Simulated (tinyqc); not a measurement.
# Magnetoresistance against angle

Conductance G = G0 (1 + P1 P2 cos(phi)) at low bias, phi the angle between the magnetisations, normalised to Rp = RA/area at phi = 0.

Parameters, values chosen for the exercise: diameter Dm = 21 nm; spin polarisation of the reference layer P1 = 0.7; spin polarisation of the free layer P2 = 0.68; resistance-area product, parallel state RA = 1.6 ohm um^2.

Results:

| phi (degree) | R (kohm) | R/Rp - 1 (%) | share of the full TMR (%) |
|---|---|---|---|
| 0 | 4.6195 | 0 | 0 |
| 20 | 4.7111 | 1.9834 | 1.0917 |
| 45 | 5.1013 | 10.431 | 5.7414 |
| 70 | 5.8637 | 26.935 | 14.825 |
| 90 | 6.8183 | 47.600 | 26.200 |
| 110 | 8.1442 | 76.302 | 41.998 |
| 135 | 10.278 | 122.48 | 67.418 |
| 180 | 13.012 | 181.68 | 100.00 |

Estimate the missing row, phi = 160 degree.

Computed row:

| phi (degree) | R (kohm) | R/Rp - 1 (%) | share of the full TMR (%) |
|---|---|---|---|
| 160 | 12.336 | 167.05 | 91.947 |

With this row back in the table: R rises from 4.62 to 13.0 kohm, TMR0 = 182 %. It is the conductance that follows cos(phi), so at 90 degrees R has covered only (1 - P1 P2)/2 = 26.2 % of its range.

tinyqc, about 0.01 s, one thread, Intel Xeon 2.30GHz (shared host): `OMP_NUM_THREADS=1 python tinyqc.py 2450149 2450150 out.jsonl`
